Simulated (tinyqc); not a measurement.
Born-Mayer model of an ionic crystal AB: one step, computed by the program tinyqc.

Energies are per ion pair and r is the nearest distance of unlike ions.

Task: Terms of the lattice energy. Madelung constant M, unlike neighbours z1, like neighbours z2 at f r, volume per pair: rock salt 1.747565, 6, 12, sqrt2, 2 r^3; caesium chloride 1.762675, 8, 6, 2/sqrt3, 8 r^3/(3 sqrt3); zinc blende 1.638055, 4, 12, sqrt(8/3), 16 r^3/(3 sqrt3). U(r) = -M z^2 e^2/(4 pi eps_0 r) + z1 lambda exp(-r/rho).

Inputs (values chosen for the exercise, for a model salt): ionic charge z = 1; unlike repulsion lambda = 6210 eV; range rho = 0.289 angstrom.

Structure: rock salt. Short range: nearest neighbours only.

equilibrium distance r0 = 3.127587 angstrom

Constants: e^2/(4 pi eps_0) = 14.39964548 eV angstrom.

Give: terms; lattice energy U.

Result:

terms (eV): Coulomb -8.0459, unlike repulsion 0.7435

lattice energy U = -7.3024 eV per pair

The short-range terms together cancel 9.2 % of the Coulomb energy, which is rho/r0 = 0.0924: U = -(M z^2 e^2/(4 pi eps_0 r0))(1 - rho/r0).
